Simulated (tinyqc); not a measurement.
Pariser-Parr-Pople SCF with singles CI, for the molecule C=CC1=CC(=O)C=CC1=O (SMILES; centres numbered as the heavy atoms are written), step by step. One step of it, computed by the program tinyqc.

Question. Singles CI, triplets. Over the 4 single excitations with the smallest orbital gaps: A = (e_a - e_i) delta - (ij|ab), with (pq|rs) = sum c_mp c_mq gamma_mn c_nr c_ns.

orbital energies (eV): -15.323225  -13.751785  -12.549711  -10.953354  -9.906849  -4.643138  -1.957313  -0.435015  0.330715  2.342059

coefficients:
```
          MO1        MO2        MO3        MO4        MO5        MO6        MO7        MO8
1C   0.083118  -0.062406   0.369227   0.179799   0.527402  -0.244059   0.519426   0.206617
2C   0.188236  -0.106026   0.524038   0.172176   0.394421  -0.011550  -0.343229  -0.232194
3C   0.398172  -0.146529   0.444771  -0.024309  -0.314668   0.287589  -0.333884   0.054816
4C   0.321751   0.155823   0.287824  -0.110291  -0.519578  -0.285796   0.403438  -0.334754
5C   0.360672   0.493499  -0.048975  -0.083245  -0.018747  -0.329016   0.010868   0.394608
6O   0.259623   0.545738  -0.087650  -0.400468   0.384303   0.442506  -0.001549  -0.221384
7C   0.290223   0.203820  -0.271492   0.517123   0.021378  -0.296113  -0.420944   0.087824
8C   0.312509  -0.063474  -0.313580   0.529167   0.023061   0.278426   0.326308  -0.442499
9C   0.445257  -0.379320  -0.166017  -0.061733  -0.016371   0.341889   0.193247   0.541947
10O  0.343454  -0.456384  -0.314179  -0.454668   0.219101  -0.435614  -0.130436  -0.293903

           MO9       MO10
1C   -0.385826   0.146517
2C    0.493008  -0.280334
3C   -0.332364   0.463578
4C   -0.043909  -0.385743
5C    0.462224   0.372772
6O   -0.232169  -0.142452
7C   -0.408391  -0.305406
8C    0.201365   0.314764
9C    0.128657  -0.402157
10O  -0.065193   0.151371
```

repulsion gamma_rs (eV):
```
            1C         2C         3C         4C         5C         6O         7C         8C
1C   11.130000   5.346564   3.872355   2.881476   2.343965   2.001173   2.270890   2.621015
2C    5.346564  11.130000   5.344901   3.872457   2.881145   2.422837   2.621293   2.881055
3C    3.872355   5.344901  11.130000   5.345745   3.872457   3.001596   3.518101   3.872357
4C    2.881476   3.872457   5.345745  11.130000   5.344901   4.092448   3.872357   3.516995
5C    2.343965   2.881145   3.872457   5.344901  11.130000   5.775415   5.345898   3.871986
6O    2.001173   2.422837   3.001596   4.092448   5.775415  15.200000   4.092981   3.001479
7C    2.270890   2.621293   3.518101   3.872357   5.345898   4.092981  11.130000   5.345745
8C    2.621015   2.881055   3.872357   3.516995   3.871986   3.001479   5.345745  11.130000
9C    3.517600   3.872357   5.345898   3.871986   3.517205   2.720221   3.872457   5.344901
10O   4.092450   3.698550   4.092981   3.001479   2.720221   2.199560   3.001596   4.092448

            9C        10O
1C    3.517600   4.092450
2C    3.872357   3.698550
3C    5.345898   4.092981
4C    3.871986   3.001479
5C    3.517205   2.720221
6O    2.720221   2.199560
7C    3.872457   3.001596
8C    5.344901   4.092448
9C   11.130000   5.775415
10O   5.775415  15.200000
```

Give: triplet CI matrix; triplet excitation energies.

Answer.

triplet CI matrix (eV):
```
        5>6      4>6      3>6     5>7
5>6  0.9691   0.4571   0.5549  0.6845
4>6  0.4571   1.4305  -0.0472  0.2565
3>6  0.5549  -0.0472   3.6621  0.1458
5>7  0.6845   0.2565   0.1458  3.2050
```

triplet excitation energies (eV): 0.5252  1.5307  3.2883  3.9225
